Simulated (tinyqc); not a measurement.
Strained Delta valleys, repopulation and conductivity mass: one step of the calculation.

A cubic crystal with three pairs of conduction valleys along x, y and z under uniaxial stress X along [001] (X > 0 is tension); current along [110]. Non-degenerate electrons, fixed total density, one relaxation time for all valleys and stresses, masses unchanged by strain, so the mobility goes as the mean inverse mass.

Task. Conductivity mass and mobility. Inverse mass along the current d = [110]: (n.d)^2/ml + (1 - (n.d)^2)/mt; mu/mu0 = sum f (1/m) over the plain mean of 1/m.

Parameters, values chosen for the exercise: longitudinal mass ml = 0.946 m0; transverse mass mt = 0.185 m0.

share f, valley x to z: [0.26085912, 0.26085912, 0.47828177]

Find: 1/m along d; conductivity mass; unstrained value; mu/mu0.

Result.

1/m along d, valley x to z (1/m0): [3.231, 3.231, 5.405]
conductivity mass = 0.2341 m0
unstrained value = 0.2528 m0
mu/mu0 = 1.080

The possible range, all electrons in one kind of valley, is 0.817 to 1.37.

Numbers from tinyqc (`OMP_NUM_THREADS=1 python tinyqc.py 2530136 2530137 out.jsonl`; about 0.01 s on one thread of a shared Intel Xeon 2.30GHz).
